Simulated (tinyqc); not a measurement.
Adsorption as a lattice gas: isotherms with interactions, competition, desorption peaks and saturation dose. Changing the aspect ratio a (depth over diameter) of a hole. Computed by tinyqc, a small Python program. Command: `OMP_NUM_THREADS=1 python tinyqc.py 3012739 3012740 out.jsonl adsorb sweep`. One thread of a shared host (Intel(R) Xeon(R) Processor @ 2.30GHz), about 0.01 s of CPU time with the checks.

One adsorbate per site; a molecule needs 1 empty site. Gas and surface have the same temperature.

Inputs (values chosen for the exercise, for a model surface):
```
quantity                             value    unit
desorption energy E                   2.39      eV
prefactor nu                       1.2e+14     1/s
site density N_s                         7  1/nm^2
molecular mass M                      94.6       u
sticking coefficient s0             0.0028       -
temperature T                         1120       K
pressure p                             550      Pa
blocking by a second gas, K_B p_B       15       -
```

Adsorption: molecular (first order).

Constants: u = 1.6605390666e-27 kg; k_B = 1.380649e-23 J/K; k_B = 8.617333262e-05 eV/K.

Method. Flux F = p/sqrt(2 pi M k_B T); k_d = nu exp(-E/(k_B T)); s0 F (1 - theta) = N_s k_d theta, so y = s0 F/(N_s k_d), theta = y/(1 + y). With a second gas on the same sites theta = y/(1 + y + K_B p_B). Without desorption or interaction, 99 % coverage needs the time (N_s/(s0 F)) ln 100. For a round hole of aspect ratio a in molecular flow with unit sticking (Gordon), the time is N_s/F x [1 + (19/4) a + (3/2) a^2]. The larger of the two times is a rough guide.

One run for each value:
```
aspect ratio a (depth over diameter) of a hole  time for the hole (s)  time on a flat surface (s)
1.0                                                        1.1399e-05                   0.0025860
2.3                                                        3.1227e-05                   0.0025860
5.1                                                        1.0101e-04                   0.0025860
12.0                                                       4.3082e-04                   0.0025860
26.0                                                       1.7901e-03                   0.0025860
59.0                                                       8.6522e-03                   0.0025860
130.0                                                      4.0831e-02                   0.0025860
300.0                                                      2.1451e-01                   0.0025860
```

Over the rows, time for the hole (s) rises from 1.14e-5 to 0.215 (exponent d ln y / d ln x 1.2 between the first rows and 2.0 between the last); time on a flat surface (s) does not change. At the high end the exponent of time for the hole is 1.98, close to 2: diffusion along the hole.

Caution (all rows): with k_d = nu exp(-E/(k_B T)) of these inputs desorption is not negligible over the time on a flat surface, so without interaction 99 % coverage is not reached.
